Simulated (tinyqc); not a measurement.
# Electron density from the filling shift

Question. At zero temperature the Burstein-Moss shift of one parabolic valley is (C/me + C/mh) kF^2 with kF = (3 pi^2 n)^(1/3), C = hbar^2/(2 m0). Find kF and n.

Inputs (values chosen for the exercise):

| symbol | value | unit | meaning |
|---|---|---|---|
| me | 0.0234 | m0 | electron mass |
| mh | 0.409 | m0 | hole mass |

Constants: q = 1.602176634e-19 C, hbar = 1.054571817e-34 J s, m0 = 9.1093837015e-31 kg, hbar^2/(2 m0) = 0.0380998212 eV nm^2. Results are converted to the units shown.

filling shift = 319.44245 meV

Answer. The shift gives kF^2, and n = kF^3/(3 pi^2).

kF = 0.4308 1/nm
n = 2.700e18 cm^-3

Numbers from tinyqc (`OMP_NUM_THREADS=1 python tinyqc.py 2330054 2330055 out.jsonl`; about 0.01 s on one thread of a shared Intel Xeon 2.30GHz).
